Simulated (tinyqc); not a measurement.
Worked calculation: plane-wave Kohn-Sham cycle with exchange-only LDA in a layered model solid. One step of it, computed by the program tinyqc.

Problem. Iteration 1: potential. V_H(G) = 4 pi rho(G)/G^2 for G != 0 (uniform background); v_x = -(3 rho/pi)^(1/3); V = V_ext + V_H + v_x; Fourier components f(G_m) = (1/N) sum_j f(x_j) exp(-i G_m x_j).

A solid whose potential varies along x alone (atomic units):
```
parameter                      value
period a                   16.600000
cross-section of the cell  22.000000
electrons per cell                 2
grid points                       16
plane waves -n..n, n               2
k points                           2
V1 in V1 cos(2 pi x/a)     -0.300000
```

density at the start, on the grid x_j = j a/N (e/bohr^3): 0.00547645  0.00547645  0.00547645  0.00547645  0.00547645  0.00547645  0.00547645  0.00547645  0.00547645  0.00547645  0.00547645  0.00547645  0.00547645  0.00547645  0.00547645  0.00547645

Give: Potentials on the grid; V(G_m), m = 0, 1, 2, ....

Solution.

Potentials on the grid (hartree):
```
x          V_ext     V_H      v_x        V
0.0000   -0.3000  0.0000  -0.1736  -0.4736
1.0375   -0.2772  0.0000  -0.1736  -0.4507
2.0750   -0.2121  0.0000  -0.1736  -0.3857
3.1125   -0.1148  0.0000  -0.1736  -0.2884
4.1500         0  0.0000  -0.1736  -0.1736
5.1875    0.1148  0.0000  -0.1736  -0.0588
6.2250    0.2121  0.0000  -0.1736   0.0386
7.2625    0.2772  0.0000  -0.1736   0.1036
8.3000    0.3000  0.0000  -0.1736   0.1264
9.3375    0.2772  0.0000  -0.1736   0.1036
10.3750   0.2121  0.0000  -0.1736   0.0386
11.4125   0.1148  0.0000  -0.1736  -0.0588
12.4500        0  0.0000  -0.1736  -0.1736
13.4875  -0.1148  0.0000  -0.1736  -0.2884
14.5250  -0.2121  0.0000  -0.1736  -0.3857
15.5625  -0.2772  0.0000  -0.1736  -0.4507
```

V(G_m), m = 0, 1, 2, ... (hartree): -0.1736  -0.1500  0.0000  0.0000  0.0000
